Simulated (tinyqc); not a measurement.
MOS capacitor on a p-type substrate, surface potential from the exact charge relation: two steps of the calculation.

Uniform p-type substrate, Boltzmann statistics, full ionisation, classical densities. psi is the surface potential against the body (positive when the bands bend down) and u = psi/Vt. Traps are spread evenly over the gap and neutral at flat band, so their charge is -q Dit psi; the minority quasi-Fermi level is shifted by Vb.

Values chosen for this exercise; band and dielectric values close to those of silicon:
```
symbol,value,unit,meaning
T,325,K,temperature
Eg,1.1,eV,band gap
eps_r,11.5,,relative permittivity
Nc,3.16e19,cm^-3,conduction-band density of states at T
Nv,2.93e19,cm^-3,valence-band density of states at T
chi,4.03,eV,electron affinity
N,1.3e17,cm^-3,acceptor density of the substrate
eox,24.9,,relative permittivity of the gate insulator (close to zirconium oxide)
tox,26,nm,insulator thickness
phiM,4.41,eV,gate work function
Nf,-2.6e11,cm^-2,"fixed charge at the interface, in units of q"
Dit,0,cm^-2 eV^-1,density of interface traps
Vb,0,V,reverse bias of the inversion layer against the body
Vg,-0.17,V,gate voltage against the body
```

Constants: q = 1.602176634e-19 C, kB = 1.380649e-23 J/K, Vt = kB T/q, eps0 = 8.8541878128e-14 F/cm where lengths are in cm. Results are converted to the units shown.

Task 1. Flat band, threshold and scales. ni = sqrt(Nc Nv) exp(-Eg/(2 Vt)), Eg in volts; phiF = Vt ln(N/ni); Cox = eps0 eox/tox; Vfb = phiM - chi - (Eg - Vt ln(Nv/N)) - q Nf/Cox; Q0 = sqrt(2 eps0 eps_r q N Vt); r = (ni/N)^2 exp(-Vb/Vt); VT = Vfb + [(2 phiF + Vb)(1 + q Dit/Cox) + sqrt(2 eps0 eps_r q N (2 phiF + Vb))/Cox].

Give: ni; phiF; Cox; Vfb; Q0; r; VT.

Result 1.

ni = 9.0037e10 cm^-3
phiF = 0.39721 V
Cox = 0.84796 uF/cm^2
Vfb = -0.51914 V
Q0 = 34.466 nC/cm^2
r = 4.7969e-13
VT = 0.49175 V

Task 2. Newton step for the surface potential. u = psi/Vt; F^2 = exp(-u) + u - 1 + r (exp(u) - u - 1); Qs = -sign(u) Q0 F; Cs = -dQs/dpsi = (Q0/Vt) |1 - exp(-u) + r (exp(u) - 1)|/(2 F). f = Vfb + psi + (q Dit psi - Qs)/Cox - Vg, f' = 1 + (Cs + q Dit)/Cox, psi(new) = psi - f/f'.

psi after iteration 1 = 0.19681930 V
Cox = 0.84795876 uF/cm^2
Vfb = -0.51914133 V
Q0 = 34.466190 nC/cm^2
r = 4.7968619e-13

Find: u; F; Qs; Cs; f; f'; psi after iteration 2.

Result 2.

u = 7.0277
F = 2.4553
Qs = -84.625 nC/cm^2
Cs = 0.25039 uF/cm^2
f = -0.052523 V
f' = 1.2953
psi after iteration 2 = 0.23737 V

Computed by the program tinyqc: `OMP_NUM_THREADS=1 python tinyqc.py 2060091 2060092 out.jsonl`, one thread of a shared Intel Xeon 2.30GHz, about 0.01 s for the whole run.
